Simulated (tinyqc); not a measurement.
From results back to parameters: band offset of a heterojunction with an interface dipole (two-band chains, self-consistent charge).

Problem. D0 is the offset of the mid-gaps without dipole, chi the charge moved per eV of offset and u the potential step per electron moved. In linear response the valence offset is S D0 - (G2 - G1)/2 with S = 1/(1 + u chi/2). Two interfaces between the same crystals differ in D0 by a known amount, as from a layer of fixed dipoles; their offsets come from hidden S and D0.

Parameters, chosen for this exercise (out of a larger set: gaps near those of Si and Ge; the chains and D0 are free models, so the offsets are not those of the real pair; not measured data): G1 = 1.13 eV (gap on the left); G2 = 0.7 eV (gap on the right).

chi = 0.58483 1/eV

valence offsets (eV): first -0.11140, second 0.46460

D0(second) - D0(first) = 1.20 eV

Find: S; D0 of the first; u.

Solution. S is the change of the offset over the change of D0; then D0 = (offset + (G2 - G1)/2)/S and u = 2 (1/S - 1)/chi.

S = 0.480
D0 of the first = -0.68 eV
u = 3.7 eV

Computed by tinyqc, a small Python program: `OMP_NUM_THREADS=1 python tinyqc.py 1450753 1450754 out.jsonl` (the numbers bound the seed that draws the inputs); one thread of a shared host (Intel(R) Xeon(R) Processor @ 2.30GHz), about 0.3 s for the whole set of steps.
